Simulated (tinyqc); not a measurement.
# From line energy E back to dislocation density rho

Model: straight dislocations in isotropic elasticity: fields, energies, partials, Peierls stress and walls. Computed by tinyqc, a small Python program. Command: `OMP_NUM_THREADS=1 python tinyqc.py 3021247 3021248 out.jsonl disloc inv`. One thread of a shared host (Intel(R) Xeon(R) Processor @ 2.30GHz), about 0.01 s of CPU time with the checks.

The line runs along z, the glide plane is y = 0, and beta is the angle between b and the line (0 screw, 90 degrees edge): b_e = b sin(beta) along +x with the extra half plane at y > 0, b_s = b cos(beta). Stress is positive in tension.

Inputs (values chosen for the exercise, modelled on silicon):
```
quantity          value      unit
shear modulus G    67.4       GPa
Poisson ratio nu  0.216         -
Burgers vector b   3.84  angstrom
core radius r0/b    0.5         -
```

Character: 60-degree.

Constants: 1 eV/angstrom^3 = 160.2176634 GPa.

Method. Energy factor K = G [cos^2(beta) + sin^2(beta)/(1 - nu)]. E = K b^2/(4 pi) ln(R/r0) with R = 1/(2 sqrt(rho)); tension T = E + d^2E/d(beta)^2 = G b^2 [1 + nu - 3 nu sin^2(beta)]/(4 pi (1 - nu)) ln(R/r0). The core energy is taken into r0.

Task: A run gave the result below. Find the dislocation density rho, known to lie between 2.6e+14 and 6.5e+14 1/m^2.

line energy E = 28.72161 eV/nm

Result:

Each step takes the trial c = (a f_b - b f_a)/(f_b - f_a), f being the result less the target and a, b, c the logarithms of the listed values; c replaces end b, the old b replaces a if the sign of f changed, and otherwise f_a is halved.

Scan of the range:
```
dislocation density rho (1/m^2)  line energy E (eV/nm)
2.60e+14                                       30.2850
3.03e+14                                       29.8292
3.53e+14                                       29.3743
4.11e+14                                       28.9213
4.79e+14                                       28.4653
5.58e+14                                       28.0107
6.50e+14                                       27.5562
```

False position (Illinois rule, in the logarithm of the input) inside the bracket:
```
step     end a     end b        trial  line energy E (eV/nm)
1     4.11e+14  4.79e+14  4.39500e+14               28.72161
```

Line energy E falls at every point of a 13-point scan of the range (every second point is shown), so one value fits; it is bracketed by 4.11e14 and 4.79e14. Answer: dislocation density rho = 4.395e14 1/m^2.
